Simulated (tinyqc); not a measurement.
Worked calculation: deep trap from a strong local potential in a two-band host (Koster-Slater model with semi-elliptic bands). Computed by tinyqc, a small Python program that keeps every step. Command: `OMP_NUM_THREADS=1 python tinyqc.py 3014721 3014722 out.jsonl deeptrap walk`. One thread of a shared host (Intel(R) Xeon(R) Processor @ 2.30GHz), about 0.02 s of CPU time with the checks. Intermediate numbers are printed to about 6 digits and carried at full precision; extremes and crossings named in words are read from the listed rows.

The valence band spans -2 W_v to 0 and the conduction band E_g to E_g + 2 W_c. The orbital at the impurity site has weight f_v in the valence band and 1 - f_v in the conduction band, each spread as a semi-ellipse (2/(pi W^2)) sqrt(W^2 - x^2) about the band centre. The impurity adds U to this orbital. Spin is left out.

Inputs (values chosen for the exercise, for a model semiconductor):
```
quantity                                value  unit
gap E_g                                  3.41    eV
half-width of the valence band W_v        4.1    eV
half-width of the conduction band W_c     3.5    eV
valence weight f_v of the site orbital   0.53     -
impurity potential U                    -5.84    eV
levels per band n                           4     -
trial energy E                          0.839    eV
```

Impurity: attractive, donor-like.

## Green function at the trial energy

In the gap G(E) = f_v (2/W_v^2)[x - sqrt(x^2 - W_v^2)] - (1 - f_v)(2/W_c^2)[y - sqrt(y^2 - W_c^2)], x = E + W_v, y = E_g + W_c - E. The potential that would put a level at E is U = 1/G(E).

valence part = 0.137790 1/eV

conduction part = -0.0852102 1/eV

G(E) = 0.0525800 1/eV

potential needed = 19.0186 eV

## Thresholds and the vacancy level

G falls across the gap from G(0) to G(E_g). A repulsive U binds if U > 1/G(0), an attractive one if U < 1/G(E_g); the vacancy level (U infinite) solves G(E) = 0 (bisection).

G(0) = 0.185487 1/eV

G(E_g) = -0.191771 1/eV

repulsive threshold = 5.39120 eV

attractive threshold = -5.21454 eV

vacancy level = 1.76411 eV

## The trap level

The trap level solves G(E) = 1/U (bisection). With D = -dG/dE = D_v + D_c, D_v = f_v (2/W_v^2)[x/sqrt(x^2 - W_v^2) - 1] and D_c = (1 - f_v)(2/W_c^2)[y/sqrt(y^2 - W_c^2) - 1], the weight on the impurity orbital is 1/(U^2 D) and the conduction-band character is D_c/D.

trap level E_t = 3.39907 eV

weight on the impurity orbital = 0.0322680

conduction-band character = 0.986516

depth below the conduction band = 0.0109320 eV

The level comes down from the conduction band and has covered 1 % of the way to the vacancy level, which it can never pass; 97 % of the state lies on host orbitals.

## The same problem as a small matrix

Each band is replaced by n levels e_k = centre + W cos(k pi/(n + 1)) with weights w_k = f (2/(n + 1)) sin^2(k pi/(n + 1)), k = 1..n (valence first); H_kl = e_k delta_kl + U sqrt(w_k w_l).

host levels e_k (eV): -0.78303  -2.83303  -5.36697  -7.41697  9.74156  7.99156  5.82844  4.07844

weights w_k: 0.073244  0.191756  0.191756  0.073244  0.064952  0.170048  0.170048  0.064952

H (eV), lower triangle (symmetric):
```
          1         2         3         4         5         6         7        8
1  -1.21078
2  -0.69211  -3.95288
3  -0.69211  -1.11985  -6.48682
4  -0.42775  -0.69211  -0.69211  -7.84472
5  -0.40281  -0.65176  -0.65176  -0.40281   9.36224
6  -0.65176  -1.05456  -1.05456  -0.65176  -0.61376   6.99848
7  -0.65176  -1.05456  -1.05456  -0.65176  -0.61376  -0.99308   4.83536
8  -0.40281  -0.65176  -0.65176  -0.40281  -0.37932  -0.61376  -0.61376  3.69912
```

## Levels of the small matrix

Diagonalise H (2n rows). The trap level, between the highest valence and the lowest conduction e_k, is number n + 1 from below for an attractive impurity and number n for a repulsive one.

levels (eV): -8.95708  -6.57445  -3.66007  -1.05169  3.55013  5.07366  7.45068  9.56883

trap level of the matrix = 3.55013 eV

It misses the Green-function level by +0.1511 eV; with so few levels per band it even lies inside the true band.

## Chemical trend: level against potential

U is 1.05, 1.2, 1.5, 2, 3, 5, 10 and 30 times the threshold, rounded to three digits; the largest values are formal and only show the vacancy limit.

Trend:
```
U (eV)   E_t (eV)  weight on the impurity  conduction character  E_t - vacancy level (eV)
-5.48     3.40784               0.0156883              0.994245                   1.64374
-6.26     3.38238               0.0463978              0.977592                   1.61827
-7.82     3.28712               0.0701351              0.945326                   1.52301
-10.40    3.10083               0.0703861              0.896100                   1.33673
-15.60    2.79047               0.0488254              0.817005                   1.02637
-26.10    2.43642               0.0228015              0.721833                   0.67232
-52.10    2.11720               0.0065306              0.630845                   0.35309
-156.00   1.88426               0.0007652              0.562211                   0.12015
```

dE_t/dU equals the weight on the impurity, which peaks at 0.070 (U = -10.4 eV) and falls to 7.7e-4 in the last row, so beyond the peak each further eV of potential moves the level less. The level nears the vacancy level, 1.764 eV, as 1/U: it is 0.353 eV away at 10 times the threshold and 0.120 eV at 30 times, and the state is then host-like.

## Opening the gap, as alloying or pressure does

The conduction band is shifted rigidly; widths, weights and U stay.

Against the gap:
```
E_g (eV)  E_t (eV)  depth below E_c (eV)  conduction character
1.71          none                     -                     -
2.22       2.21989           1.07326e-04              0.997967
2.73       2.72691           3.09421e-03              0.991045
3.07       3.06337           6.63320e-03              0.988322
3.41       3.39907           1.09320e-02              0.986516
3.92       3.90174           1.82615e-02              0.984920
4.43       4.40383           2.61725e-02              0.984164
5.46       5.41732           4.26804e-02              0.983997
```

As the conduction band moves up by 3.240 eV the level follows by 3.197 eV, a mean slope of 0.99; the local slope is the conduction character. A shallow donor would follow with slope 1 and a shallow acceptor with slope 0. For E_g = 1.71 eV there is no level in the gap: it has merged into a band.

Checks made by the program: closed form against a 4000-point quadrature of the densities of states (relative difference below 1e-10); 200 levels per band against the Green function (relative difference below 1e-10).
